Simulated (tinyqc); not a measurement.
MOS capacitor on a p-type substrate, surface potential from the exact charge relation: one step of the calculation.

Uniform p-type substrate, Boltzmann statistics, full ionisation, classical densities. psi is the surface potential against the body (positive when the bands bend down) and u = psi/Vt. Traps are spread evenly over the gap and neutral at flat band, so their charge is -q Dit psi; the minority quasi-Fermi level is shifted by Vb.

Task. Flat band, threshold and scales. ni = sqrt(Nc Nv) exp(-Eg/(2 Vt)), Eg in volts; phiF = Vt ln(N/ni); Cox = eps0 eox/tox; Vfb = phiM - chi - (Eg - Vt ln(Nv/N)) - q Nf/Cox; Q0 = sqrt(2 eps0 eps_r q N Vt); r = (ni/N)^2 exp(-Vb/Vt); VT = Vfb + [(2 phiF + Vb)(1 + q Dit/Cox) + sqrt(2 eps0 eps_r q N (2 phiF + Vb))/Cox].

Parameters, values chosen for the exercise; band and dielectric values close to those of silicon: temperature T = 300 K; band gap Eg = 1.1 eV; relative permittivity eps_r = 11.9; conduction-band density of states at T Nc = 2.75e19 cm^-3; valence-band density of states at T Nv = 2.68e19 cm^-3; electron affinity chi = 4.01 eV; acceptor density of the substrate N = 2.6e17 cm^-3; relative permittivity of the gate insulator (close to aluminium oxide) eox = 9.24; insulator thickness tox = 10 nm; gate work function phiM = 4.25 eV; fixed charge at the interface, in units of q Nf = 2.3e11 cm^-2; density of interface traps Dit = 0 cm^-2 eV^-1; reverse bias of the inversion layer against the body Vb = 0.6 V.

Constants: q = 1.602176634e-19 C, kB = 1.380649e-23 J/K, Vt = kB T/q, eps0 = 8.8541878128e-14 F/cm where lengths are in cm. Results are converted to the units shown.

Wanted: ni; phiF; Cox; Vfb; Q0; r; VT.

Result.

ni = 1.5637e10 cm^-3
phiF = 0.42983 V
Cox = 0.81813 uF/cm^2
Vfb = -0.78521 V
Q0 = 47.638 nC/cm^2
r = 3.0115e-25
VT = 1.1120 V

Numbers from tinyqc (`OMP_NUM_THREADS=1 python tinyqc.py 2060025 2060026 out.jsonl`; about 0.01 s on one thread of a shared Intel Xeon 2.30GHz).
